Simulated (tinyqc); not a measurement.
Harmonic frequencies on the UHF/sto-6g surface (energies and gradients from PySCF), for BeH, spin multiplicity 2, step by step. One step of it, computed by the program tinyqc.

Task: Normal modes. Diagonalise H_ij / sqrt(m_i m_j); the 5 smallest eigenvalues belong to translations and rotations; wavenumber = sqrt(eigenvalue / 1822.888) x 219474.63; each mode has its largest component positive (the first on a tie); zero-point energy = sum of wavenumbers / 2, with 349.755 1/cm per kcal/mol.

Hessian (symmetrised) (hartree/bohr^2), order 1Bex, 1Bey, 1Bez, 2Hx, 2Hy, 2Hz:
```
[[0.00000661, 0.00000000, 0.00000000, -0.00000661, 0.00000000, 0.00000000],
 [0.00000000, 0.00000661, 0.00000000, 0.00000000, -0.00000661, 0.00000000],
 [0.00000000, 0.00000000, 0.22743423, 0.00000000, 0.00000000, -0.22743423],
 [-0.00000661, 0.00000000, 0.00000000, 0.00000661, 0.00000000, 0.00000000],
 [0.00000000, -0.00000661, 0.00000000, 0.00000000, 0.00000661, 0.00000000],
 [0.00000000, 0.00000000, -0.22743423, 0.00000000, 0.00000000, 0.22743423]]
```

masses (u): [9.012182, 1.007825]

Give: eigenvalues of the mass-weighted Hessian; harmonic wavenumbers of the vibrations; mass-weighted modes; zero-point energy.

Result:

eigenvalues of the mass-weighted Hessian (hartree/(bohr^2 u)): [0.0000, 0.0000, 0.0000, 0.0000, 0.0000, 0.2509]

harmonic wavenumbers of the vibrations (1/cm): [2574.9]

mass-weighted modes, order 1Bex, 1Bey, 1Bez, 2Hx, 2Hy, 2Hz:
```
[[0.0000],
 [0.0000],
 [-0.3171],
 [0.0000],
 [0.0000],
 [0.9484]]
```

zero-point energy = 3.6810 kcal/mol
